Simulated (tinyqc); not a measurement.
Donor in an ellipsoidal valley (Kohn-Luttinger variational method): one step, computed by the program tinyqc.

H = -(d^2/dx^2 + d^2/dy^2) - gamma d^2/dz^2 - 2/r in units built on m_t, with gamma = m_t/m_l and z along the valley axis. One valley; no valley-orbit or central-cell term.

Question. Effective units. Ry* = Ry m_t/eps^2, a* = a_0 eps/m_t, gamma = m_t/m_l.

Inputs (values chosen for the exercise, modelled on germanium): transverse mass m_t = 0.0817 m_0; longitudinal mass m_l = 1.59 m_0; dielectric constant eps = 15.1.

Constants: Ry = 13.605693123 eV; a_0 = 0.529177210903 angstrom.

Give: Ry*; a*; gamma.

Answer.

Ry* = 4.875 meV

a* = 97.80 angstrom

gamma = 0.05138
